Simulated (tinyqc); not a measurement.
Junction field-effect transistor with two gates, gradual channel with velocity saturation: effect of half the channel thickness on saturation.

A uniformly doped n-type channel, depleted from both sides by p+ gates; at channel potential V the depleted share of a is u = sqrt((Vbi - Vg + V)/Vp), s at the source. Electrons drift with v = mu E/(1 + mu E/vsat). Abrupt depletion edge, no series resistance, source at 0.

ni = sqrt(Nc Nv) exp(-Eg/(2 Vt)), Eg in volts; Vbi = Vt ln(Na Nd/ni^2); Vp = q Nd a^2/(2 eps0 eps_r); G0 = 2 q mu Nd a W/L; Z = mu Vp/(vsat L); s = sqrt((Vbi - Vg)/Vp). I = (G0 Vp/3) F/(1 + Z (u^2 - s^2)), F = 3 (u^2 - s^2) - 2 (u^3 - s^3), with u at V = Vd; Z = 0 gives constant mobility, for which u stops at 1. The current peaks at u = um, the root of (1 - u)(1 + Z (u^2 - s^2)) = Z F/3; beyond Vdsat = Vp (um^2 - s^2) it is held at that value. gm = G0 (um - s)/(1 + Z (um^2 - s^2)).

Parameters, values chosen for the exercise; material values those of a made-up semiconductor:

| symbol | value | unit | meaning |
|---|---|---|---|
| T | 250 | K | temperature |
| eps_r | 16 |  | relative permittivity of the semiconductor |
| Nc | 3.85e17 | cm^-3 | conduction-band density of states at T |
| Eg | 1.52 | eV | band gap |
| Nv | 8.29e18 | cm^-3 | valence-band density of states at T |
| Nd | 1e17 | cm^-3 | donor density of the channel |
| mu | 3700 | cm^2/(V s) | low-field mobility at this doping |
| vsat | 9.3e6 | cm/s | saturation velocity |
| L | 0.3 | um | gate length |
| W | 100 | um | gate width |
| Na | 4.6e18 | cm^-3 | acceptor density of the gates |
| Vg | -1.5 | V | gate voltage |

Constants: q = 1.602176634e-19 C, kB = 1.380649e-23 J/K, Vt = kB T/q, eps0 = 8.8541878128e-14 F/cm where lengths are in cm. Results are converted to the units shown.

Effect of half the channel thickness on saturation:
```
a (nm)	Z	um	Vdsat (V)	Isat (mA)	Isat for Z = 0 (mA)	gm (mS)
240	43.195	0.97880	0.14223	1.5161	5.7445	7.4160
290	63.067	0.84624	0.42735	13.288	204.24	9.4326
350	91.864	0.72246	0.63729	28.948	875.09	9.7696
430	138.66	0.60518	0.85099	50.593	2662.3	9.8853
520	202.78	0.51317	1.0484	75.440	6154.5	9.9052
```

As a goes from 240 to 520 nm, Vdsat rises from 0.142 to 1.05 V, Isat rises from 1.52 to 75.4 mA and gm rises from 7.42 to 9.91 mS. Isat is 0.264 of the constant-mobility value in the first row and 0.0123 in the last. In every row the gate is shorter than 2 a, outside the gradual-channel approximation. At a = 240 nm the open channel at the source, (1 - s) a, is under two Debye lengths, so the abrupt edge is rough.

Program tinyqc, `OMP_NUM_THREADS=1 python tinyqc.py 2500126 2500127 out.jsonl`; Intel Xeon 2.30GHz, shared host, one thread, about 0.1 s.
